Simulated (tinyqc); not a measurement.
Worked calculation: UHF in the sto-3g basis, for H4+, spin multiplicity 2. One step of it, computed by the program tinyqc.

Question. Iteration 1: diagonalisation and new density. Diagonalise F' = X^T F X, C = X C', fill 2 alpha and 1 beta electrons from the bottom; D(s) = C_occ C_occ^T; the new density keeps 0.5 of the old one (damping). Each column has its largest component positive (the first on a tie).

F(alpha) (hartree):
```
           1H 1s      2H 1s      3H 1s      4H 1s
1H 1s  -0.590696  -0.615901  -0.112968   0.010121
2H 1s  -0.615901  -0.687607  -0.435713  -0.112968
3H 1s  -0.112968  -0.435713  -0.687607  -0.615901
4H 1s   0.010121  -0.112968  -0.615901  -0.590696
```

F(beta) (hartree):
```
           1H 1s      2H 1s      3H 1s      4H 1s
1H 1s  -0.347527  -0.426967  -0.163869  -0.049409
2H 1s  -0.426967  -0.454380  -0.472859  -0.163869
3H 1s  -0.163869  -0.472859  -0.454380  -0.426967
4H 1s  -0.049409  -0.163869  -0.426967  -0.347527
```

X:
```
               1          2          3         4
1H 1s  -0.619869   0.730131   0.536736  0.309465
2H 1s   0.978831  -0.522567   0.339902  0.432384
3H 1s  -0.978831  -0.522567  -0.339902  0.432384
4H 1s   0.619869   0.730131  -0.536736  0.309465
```

D(alpha) at the start:
```
           1H 1s      2H 1s      3H 1s      4H 1s
1H 1s   0.150137   0.278326  -0.140691  -0.118196
2H 1s   0.278326   0.623694  -0.030623  -0.140691
3H 1s  -0.140691  -0.030623   0.623694   0.278326
4H 1s  -0.118196  -0.140691   0.278326   0.150137
```

D(beta) at the start:
```
          1H 1s     2H 1s     3H 1s     4H 1s
1H 1s  0.015971  0.068818  0.068818  0.015971
2H 1s  0.068818  0.296535  0.296535  0.068818
3H 1s  0.068818  0.296535  0.296535  0.068818
4H 1s  0.015971  0.068818  0.068818  0.015971
```

overlap S:
```
          1H 1s     2H 1s     3H 1s     4H 1s
1H 1s  1.000000  0.467519  0.075942  0.009183
2H 1s  0.467519  1.000000  0.379543  0.075942
3H 1s  0.075942  0.379543  1.000000  0.467519
4H 1s  0.009183  0.075942  0.467519  1.000000
```

Give: F' = X^T F X; orbital energies; coefficients C; F' = X^T F X; orbital energies; coefficients C; D(alpha) after iteration 1; D(beta) after iteration 1.

Answer.

F' = X^T F X (alpha) (hartree):
```
         1        2        3        4
1   0.2762   0.0000  -0.0843   0.0000
2   0.0000  -0.1201   0.0000   0.0208
3  -0.0843   0.0000  -0.7714   0.0000
4   0.0000   0.0208   0.0000  -0.9213
```

orbital energies (alpha) (hartree): MO1 -0.9219, MO2 -0.7781, MO3 -0.1196, MO4 0.2830

coefficients C (alpha):
```
          MO1      MO2      MO3      MO4
1H 1s  0.2904   0.4856   0.7379  -0.6607
2H 1s  0.4458   0.4169  -0.5112   0.9486
3H 1s  0.4458  -0.4169  -0.5112  -0.9486
4H 1s  0.2904  -0.4856   0.7379   0.6607
```

F' = X^T F X (beta) (hartree):
```
        1        2        3        4
1  0.4448   0.0000   0.0451   0.0000
2  0.0000  -0.0279   0.0000   0.0577
3  0.0451   0.0000  -0.3595   0.0000
4  0.0000   0.0577   0.0000  -0.7390
```

orbital energies (beta) (hartree): MO1 -0.7436, MO2 -0.3620, MO3 -0.0233, MO4 0.4474

coefficients C (beta):
```
          MO1      MO2      MO3      MO4
1H 1s  0.2498   0.5705   0.7526  -0.5890
2H 1s  0.4730   0.2848  -0.4861   0.9963
3H 1s  0.4730  -0.2848  -0.4861  -0.9963
4H 1s  0.2498  -0.5705   0.7526   0.5890
```

D(alpha) after iteration 1:
```
         1H 1s    2H 1s    3H 1s    4H 1s
1H 1s   0.2351   0.3051  -0.1068  -0.1348
2H 1s   0.3051   0.4981  -0.0028  -0.1068
3H 1s  -0.1068  -0.0028   0.4981   0.3051
4H 1s  -0.1348  -0.1068   0.3051   0.2351
```

D(beta) after iteration 1:
```
        1H 1s   2H 1s   3H 1s   4H 1s
1H 1s  0.0392  0.0935  0.0935  0.0392
2H 1s  0.0935  0.2601  0.2601  0.0935
3H 1s  0.0935  0.2601  0.2601  0.0935
4H 1s  0.0392  0.0935  0.0935  0.0392
```
